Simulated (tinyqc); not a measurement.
Slater-Koster d bands of an fcc metal: one step. Levels and character. The numbers come from values chosen for the exercise (of the size met in Co).

H(k) (eV):
```
               xy         yz         zx      x2-y2     3z2-r2
xy      -0.019494          0          0          0  -0.369151
yz              0  -1.153955  -0.254191          0          0
zx              0  -0.254191  -0.090515          0          0
x2-y2           0          0          0  -0.124670   0.371813
3z2-r2  -0.369151          0          0   0.371813   0.362008
```

Question. Diagonalise H; t2g is xy, yz, zx and eg the other two.

Give: levels; weights.

Answer.

levels (eV): -1.2116  -0.4278  -0.0674  -0.0329  0.7131

weights:
```
     band 1  band 2  band 3  band 4  band 5
t2g   1.000   0.246   0.579   1.000   0.175
eg    0.000   0.754   0.421   0.000   0.825
```

Computed by tinyqc, a small Python program: `OMP_NUM_THREADS=1 python tinyqc.py 1450117 1450118 out.jsonl` (the numbers bound the seed that draws the inputs); one thread of a shared host (Intel(R) Xeon(R) Processor @ 2.30GHz), about 0.05 s for the whole set of steps.
